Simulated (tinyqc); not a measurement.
Resistance of a source-drain extension with a graded tip: two steps of the calculation.

y runs along the channel, the gate covers y > 0. The doping is N0 for y < y0 and N0 10^(-(y - y0)/la) beyond, uniform over the depth xj. Sheet conductance s(y) = q mu(N) max(N - Nch, 0) xj + (for y > 0) ma Cox Vo, with mu(N) = u0 + (u1 - u0)/(1 + (N/Nr)^au) and Cox = eps0 eox/tox. Current is taken as one-dimensional; depletion of the tip, spreading and the contact are left out. The metallurgical junction lies at yj, where N = Nch.

Parameters, values chosen for the exercise; mobility law close to that of holes in silicon:
- eox = 25.4 (relative permittivity of the gate insulator (close to zirconium oxide))
- tox = 5.7 nm (insulator thickness)
- N0 = 1.8e20 cm^-3 (active doping of the extension far from the gate)
- la = 3.1 nm/decade (lateral abruptness)
- y0 = 2.8 nm (position under the gate where the fall begins (gate edge at 0))
- xj = 7 nm (depth of the extension)
- Nch = 1.3e18 cm^-3 (channel doping)
- Vo = 0.59 V (gate overdrive)
- ma = 84 cm^2/(V s) (mobility of the gate-induced layer)
- u1 = 470.5 cm^2/(V s) (mobility at low doping)
- u0 = 44.9 cm^2/(V s) (mobility at high doping)
- Nr = 2.23e17 cm^-3 (reference doping)
- au = 0.719 (exponent)
- Lg = 40 nm (gate length)

Constants: q = 1.602176634e-19 C, eps0 = 8.8541878128e-14 F/cm where lengths are in cm. Results are converted to the units shown.

Task 1. Sheet resistances and junction position. yj = y0 + la log10(N0/Nch); sheet resistance of the full extension 1/[q mu(N0)(N0 - Nch) xj] and of the gate-induced layer 1/(ma Cox Vo); metallurgical length Lg - 2 yj; ye is where the doped and the gate-induced conductances are equal.

Find: yj; sheet resistance of the extension; sheet resistance of the induced layer; metallurgical length; ye; N at ye.

Result 1.

yj = 9.4381 nm
sheet resistance of the extension = 1032.4 ohm/square
sheet resistance of the induced layer = 5114.0 ohm/square
metallurgical length = 21.124 nm
ye = 5.1189 nm
N at ye = 3.2155e19 cm^-3

The gate takes over 4.32 nm before the junction, where N is still 24.7 times the channel doping.

Task 2. Resistance of the overlapped part. Midpoint rule on 10 equal steps from 0 to yj: R_ov = sum h/s(y), per width.

Find: y; N; doped conductance; sheet resistance; R_ov.

Result 2.

```
point  y (nm)  N (cm^-3)  doped conductance (uS)  sheet resistance (ohm/square)
0      0.4719   1.800e20                   968.6                          859.0
1       1.416   1.800e20                   968.6                          859.0
2       2.360   1.800e20                   968.6                          859.0
3       3.303   1.239e20                   678.7                           1144
4       4.247   6.144e19                   352.5                           1825
5       5.191   3.048e19                   186.4                           2618
6       6.135   1.512e19                   99.94                           3384
7       7.079   7.500e18                   53.11                           4022
8       8.022   3.721e18                   25.68                           4520
9       8.966   1.846e18                   7.425                           4927
```

R_ov = 23.61 ohm um

tinyqc, about 0.03 s, one thread, Intel Xeon 2.30GHz (shared host): `OMP_NUM_THREADS=1 python tinyqc.py 2282137 2282138 out.jsonl`
